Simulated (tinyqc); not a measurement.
Worked calculation: carrier statistics of a doped semiconductor with parabolic bands. Values are carried at full precision from step to step, so a last printed digit may differ when a step is redone from the rounded ones.

Constants: kB = 8.617333262e-05 eV/K; hbar^2/2m0 = 3.80998211 eV angstrom^2.

Parameters, chosen for this exercise (near those of Si; not measured data): Eg0 = 1.176 eV (gap at 0 K); al = 0.000477 eV/K (Varshni alpha); be = 620 K (Varshni beta); T = 250 K; ml = 0.889 m0 (longitudinal electron mass); mt = 0.191 m0 (transverse electron mass); Mv = 6 (equivalent valleys); mhh = 0.546 m0 (heavy-hole mass); mlh = 0.155 m0 (light-hole mass); ND = 2.7e+17 1/cm^3 (donors); NA = 6.2e+17 1/cm^3 (acceptors); ED = 0.045 eV (donor level below Ec); EA = 0.0442 eV (acceptor level above Ev).

## Gap and thermal energy

Eg(T) = Eg0 - al T^2/(T + be) (Varshni).

Eg = 1.14173 eV
kT = 0.021543 eV

The gap has shrunk by 34.3 meV from 0 K and is 53.0 kT wide.

## Effective densities of states

m_de = Mv^(2/3) (ml mt^2)^(1/3); m_dh = (mhh^(3/2) + mlh^(3/2))^(2/3); N = 2 (m kB T/(4 pi c))^(3/2) with c = hbar^2/2m0, in 1/angstrom^3; times 1e24 for 1/cm^3.

m_de = 1.0530 m0
m_dh = 0.5998 m0
Nc = 2.0627e+19 1/cm^3
Nv = 8.8667e+18 1/cm^3

The light holes supply 13.1 % of Nv, and Nc/Nv = 2.33.

## Intrinsic density and level

With Boltzmann statistics ni = sqrt(Nc Nv) exp(-Eg/2kT) and Ei = Eg/2 + (kT/2) ln(Nv/Nc), counted from Ev.

ni = 4.20e+07 1/cm^3
Ei = 0.5618 eV

Ei lies 9.1 meV below midgap, towards the band with the smaller density of states.

## Neutrality by bisection

Energies are counted from Ev, so Ec = Eg. n = Nc F_1/2((EF - Eg)/kT), p = Nv F_1/2(-EF/kT), ND+ = ND/(1 + 2 exp((EF - Eg + ED)/kT)), NA- = NA/(1 + 4 exp((EA - EF)/kT)); neutrality asks p + ND+ = n + NA-. F_j(eta) = (1/Gamma(j + 1)) integral_0^infinity x^j dx/(1 + exp(x - eta)), which tends to exp(eta) for eta << 0.

Start from the bracket [-0.2 eV, Eg + 0.2 eV]; at the midpoint EF take the sign of p + ND+ - n - NA-; where it is positive EF must rise. Fourteen steps are shown.

Bisection (eV, 1/cm^3):
```
step       low     high        EF         n         p       ND+       NA-  sign
1     -0.20000  1.34173   0.57087  6.40e+07  2.75e+07  2.70e+17  6.20e+17     -
2     -0.20000  0.57087   0.18543      1.09  1.62e+15  2.70e+17  6.16e+17     -
3     -0.20000  0.18543  -0.00728  0.000142  8.80e+18  2.70e+17  1.39e+16     +
4     -0.00728  0.18543   0.08907    0.0124  1.41e+17  2.70e+17  4.14e+17     -
5     -0.00728  0.08907   0.04090   0.00133  1.26e+18  2.70e+17  1.09e+17     +
6      0.04090  0.08907   0.06499   0.00406  4.27e+17  2.70e+17  2.46e+17     +
7      0.06499  0.08907   0.07703   0.00710  2.46e+17  2.70e+17  3.31e+17     +
8      0.07703  0.08907   0.08305   0.00938  1.86e+17  2.70e+17  3.74e+17     +
9      0.08305  0.08907   0.08606    0.0108  1.62e+17  2.70e+17  3.94e+17     +
10     0.08606  0.08907   0.08757    0.0116  1.51e+17  2.70e+17  4.04e+17     +
11     0.08757  0.08907   0.08832    0.0120  1.46e+17  2.70e+17  4.09e+17     +
12     0.08832  0.08907   0.08870    0.0122  1.44e+17  2.70e+17  4.11e+17     +
13     0.08870  0.08907   0.08889    0.0123  1.42e+17  2.70e+17  4.13e+17     -
14     0.08870  0.08889   0.08879    0.0122  1.43e+17  2.70e+17  4.12e+17     +
```

Each step halves the bracket, which is 0.188 meV wide at the last row.

## The neutral state

Solve the neutrality condition for EF to convergence.

EF = 0.0889 eV
n = 0.0123 1/cm^3
p = 1.42e+17 1/cm^3
ND+ = 2.70e+17 1/cm^3
NA- = 4.12e+17 1/cm^3

The material is p-type; 66.5 % of the acceptors are ionised. EF lies 4.13 kT inside the gap from the valence edge, so Boltzmann statistics would serve; n p/(Nc Nv exp(-Eg/kT)) = 0.994.

## Checks

- F_1/2(1) by the trapezoid rule against adaptive quadrature: both 1.575641.
- Positive against negative charge at the solution (1/cm^3): both 4.12497e+17.

Computed by tinyqc, a small Python program: `OMP_NUM_THREADS=1 python tinyqc.py 1650067 1650068 out.jsonl` (the numbers bound the seed that draws the inputs); one thread of a shared host (Intel(R) Xeon(R) Processor @ 2.30GHz), about 0.01 s for the whole set of steps.
